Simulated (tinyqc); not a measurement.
Inside a calculation. Method: coherent transport through a tight-binding region between two chains. One step of it, computed by the program tinyqc.

Problem. Transmission at E = -0.83 eV. Surface Green function g = (E - i sqrt(4 t^2 - E^2)) / (2 t^2); self-energy tc^2 g on each contact site; G = (E - H - Sigma)^(-1); Gamma = -2 Im Sigma; T = Gamma_L Gamma_R |G_LR|^2; local density of states -Im G_ii / pi.

H of the central region (eV), lower triangle:
```
           1          2         3
1   0.000000
2  -1.550000   1.270000
3   0.000000  -1.180000  0.000000
```

Leads: semi-infinite chains with site energy 0:

| parameter | value |
|---|---|
| lead hopping t (eV) | 1.920000 |
| coupling to the left lead (eV) | 1.240000 |
| coupling to the right lead (eV) | 0.620000 |
| left contact site | 1 |
| right contact site | 3 |

E = -0.830000 eV

Give: g; G; local density of states; transmission.

Solution.

g = -0.1126-0.5085i 1/eV

G (1/eV), lower triangle:
```
                1               2                3
1  0.1270-0.2014i
2  0.5974-0.1494i  0.1778-0.3647i
3  0.8964-0.0014i  0.3792-0.4528i  -0.5026-0.8040i
```

local density of states (1/eV): 0.0641  0.1161  0.2559

transmission = 0.4912
